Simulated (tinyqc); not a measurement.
Born-von Karman spring model of a cubic crystal with one atom per cell: one step, computed by the program tinyqc.

First neighbours lie at a/2 (1,1,1) (8 of them), second at a (1,0,0) (6), with all permutations and signs; the volume per atom is Omega = a^3/2.

Task: Frequencies and polarisations. Diagonalise D. An eigenvalue lambda of D in eV/(angstrom^2 u) gives nu = 15.6333042 THz x sqrt(lambda). Eigenvectors are columns, with the largest component positive; the longitudinal weight is (e.q)^2/q^2.

Inputs (values chosen for the exercise, for a model crystal).

Lattice: bcc.

wave vector q (2 pi/a): 0.8  0.46  0.011

D(q) (eV/(angstrom^2 u)):
```
           x           y           z
x  0.3056930   0.1366336   0.0005967
y  0.1366336   0.4220866  -0.0065015
z  0.0005967  -0.0065015   0.2429597
```

Constants: nu for 1 eV/(angstrom^2 u) = 15.6333042 THz.

Give: eigenvalues; frequencies; polarisation vectors; longitudinal weights.

Result:

eigenvalues (eV/(angstrom^2 u)): 0.215  0.243  0.512

frequencies (THz): 7.2  7.7  11.2

polarisation vectors:
```
   mode 1  mode 2  mode 3
x   0.824   0.130   0.551
y  -0.548  -0.064   0.834
z  -0.144   0.989  -0.019
```

longitudinal weights: 0.193  0.009  0.798

Mode 3 is the most longitudinal, with weight 0.80: at this q the modes are mixed.
